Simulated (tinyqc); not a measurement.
Donors with valley-orbit split 1s states: one step. Partition sums of the neutral donor. Five cases, with inputs chosen for the exercise.

Problem. Give each term g exp(E/kT), W_s, and the effective degeneracy W_s exp(-E_ground/kT).

Each donor binds at most one electron, in any of its states. For a site s, W_s = sum over its states of g exp(E/kT), and the ionised share is 1/(1 + W_s exp(eta)), eta = (EF - Ec)/kT; n = Nc F_1/2(eta); neutrality n + NA = ND x (mean ionised share); holes are neglected. Nc from N = 2 (m kB T/(4 pi c))^(3/2) with c = hbar^2/2m0, in 1/angstrom^3; times 1e24 for 1/cm^3, m = md. F_j(eta) = (1/Gamma(j + 1)) integral_0^infinity x^j dx/(1 + exp(x - eta)), which tends to exp(eta) for eta << 0.

Constants: hbar^2/2m0 = 3.80998211 eV angstrom^2; kB = 8.617333262e-05 eV/K.

Case 1.

Values chosen (near those of P in Si; shifted at random, so the results belong to these values and not to a real crystal): md = 1.087 m0 (density-of-states mass of the conduction band); E = (43.8, 31.9, 31.4) meV (binding energies of 1s(A1), 1s(T2), 1s(E)); g = (2, 6, 4) (their degeneracies with spin); T = 200 K.

Case 2.

Values chosen (near those of Sb in Si; shifted at random, so the results belong to these values and not to a real crystal): md = 1.076 m0 (density-of-states mass of the conduction band); E = (42.2, 32.9, 29.9) meV (binding energies of 1s(A1), 1s(T2), 1s(E)); g = (2, 6, 4) (their degeneracies with spin); T = 225 K.

Case 3.

Values chosen (near those of As in Si; shifted at random, so the results belong to these values and not to a real crystal): md = 1.042 m0 (density-of-states mass of the conduction band); E = (51.7, 30.3, 29.5) meV (binding energies of 1s(A1), 1s(T2), 1s(E)); g = (2, 6, 4) (their degeneracies with spin); T = 300 K.

Case 4.

Values chosen (near those of As in Si; shifted at random, so the results belong to these values and not to a real crystal): md = 1.075 m0 (density-of-states mass of the conduction band); E = (53.3, 32.1, 31) meV (binding energies of 1s(A1), 1s(T2), 1s(E)); g = (2, 6, 4) (their degeneracies with spin); T = 300 K.

Case 5.

Values chosen (near those of Sb in Si; shifted at random, so the results belong to these values and not to a real crystal): md = 1.039 m0 (density-of-states mass of the conduction band); E = (43.5, 33.9, 30.6) meV (binding energies of 1s(A1), 1s(T2), 1s(E)); g = (2, 6, 4) (their degeneracies with spin); T = 300 K.

Give: Nc; terms; W_s; effective degeneracy.

Solution.

Case 1.

Nc = 1.5480e+19 1/cm^3

terms: 1s(A1) 25.39, 1s(T2) 38.19, 1s(E) 24.73

W_s: donor 88.323

effective degeneracy: donor 6.956

The ground state alone would give 2 and all states together 12; here the excited states hold 71 % of the bound electrons.

Case 2.

Nc = 1.8192e+19 1/cm^3

terms: 1s(A1) 17.63, 1s(T2) 32.74, 1s(E) 18.70

W_s: donor 69.068

effective degeneracy: donor 7.835

The ground state alone would give 2 and all states together 12; here the excited states hold 74 % of the bound electrons.

Case 3.

Nc = 2.6692e+19 1/cm^3

terms: 1s(A1) 14.78, 1s(T2) 19.37, 1s(E) 12.52

W_s: donor 46.669

effective degeneracy: donor 6.317

The ground state alone would give 2 and all states together 12; here the excited states hold 68 % of the bound electrons.

Case 4.

Nc = 2.7970e+19 1/cm^3

terms: 1s(A1) 15.72, 1s(T2) 20.77, 1s(E) 13.27

W_s: donor 49.757

effective degeneracy: donor 6.331

The ground state alone would give 2 and all states together 12; here the excited states hold 68 % of the bound electrons.

Case 5.

Nc = 2.6576e+19 1/cm^3

terms: 1s(A1) 10.76, 1s(T2) 22.27, 1s(E) 13.07

W_s: donor 46.091

effective degeneracy: donor 8.567

The ground state alone would give 2 and all states together 12; here the excited states hold 77 % of the bound electrons.

Computed by tinyqc, one run a case: `OMP_NUM_THREADS=1 python tinyqc.py N N+1 out.jsonl` with N = 1682101, 1682179, 1682180, 1682410, 1682424; one thread of a shared Intel(R) Xeon(R) Processor @ 2.30GHz, about 0.01 s a run at most.
